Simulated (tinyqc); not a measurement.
On-chip interconnect, size-dependent resistivity and RC delay: two steps of the calculation.

A rectangular line between two neighbours and two ground planes. Surface and grain-boundary scattering are added to the bulk resistivity as corrections; capacitances are parallel-plate values without fringing; inductance is ignored.

Inputs (values chosen for the exercise); metal values close to those of tungsten:
```
symbol  value     unit                                             meaning
rho0     5.22  uohm cm                                    bulk resistivity
lam      15.2       nm                                 bulk mean free path
ps        0.4                         specular share of surface scattering
Rg       0.38                   reflection coefficient of grain boundaries
gr        1.5                              grain size over the metal width
wd         19       nm                                    drawn line width
AR        2.3                              aspect ratio, height over width
tl        0.9       nm  liner on both walls and the bottom, not conducting
sp         23       nm                     space to the neighbouring lines
hd         33       nm     dielectric height to the planes above and below
ek        2.2                      relative permittivity of the dielectric
Mf          0                              Miller factor of the neighbours
Rd        310      ohm                                   driver resistance
dt         28       ps                                           time step
```

Constants: eps0 = 8.8541878128e-12 F/m. Results are converted to the units shown.

Task 1. Resistivity, resistance and capacitance per length. Metal width x = wd - 2 tl, height y = AR wd - tl; grain boundaries (Mayadas-Shatzkes): al = (lam/(gr x)) Rg/(1 - Rg), g = 1/[1 - 3 al/2 + 3 al^2 - 3 al^3 ln(1 + 1/al)] - 1; surfaces (Fuchs-Sondheimer, thick limit): s = (3/8) lam (1 - ps)(1/x + 1/y); rho = rho0 (1 + g + s); r = rho/(x y); c = eps0 ek (2 wd/hd + 2 Mf AR wd/sp).

Give: x; y; al; g; s; rho; r; c.

Result 1.

x = 17.200 nm
y = 42.800 nm
al = 0.36109
g = 0.51033
s = 0.27874
rho = 9.3390 uohm cm
r = 126.86 ohm/um
c = 0.022431 fF/um

Task 2. Node voltages after a time step. A 1 V step is applied behind Rd at t = 0. C dv/dt = -G v + b, with G the conductance matrix of the ladder (1/Rs between neighbours, 1/Rd added at node 0) and b = (1 V/Rd, 0, ...). Trapezoidal step: (C/dt + G/2) v(new) = (C/dt - G/2) v + b.

Rs = 5328.1543 ohm

```
node,C (fF),v at t = 0 (V)
0,0.47104279,0
1,0.94208558,0
2,0.94208558,0
3,0.94208558,0
4,0.94208558,0
5,1.9710428,0
```

Give: v at t = 1 dt.

Result 2.

```
node,v at t = 1 dt (V)
0,1.9298
1,1.0699
2,0.5935
3,0.3299
4,0.1846
5,0.1055
```

Node 0 overshoots the 1 V source: the trapezoidal rule rings on modes much faster than dt.

Numbers from tinyqc (`OMP_NUM_THREADS=1 python tinyqc.py 2100159 2100160 out.jsonl`; about 0.01 s on one thread of a shared Intel Xeon 2.30GHz).
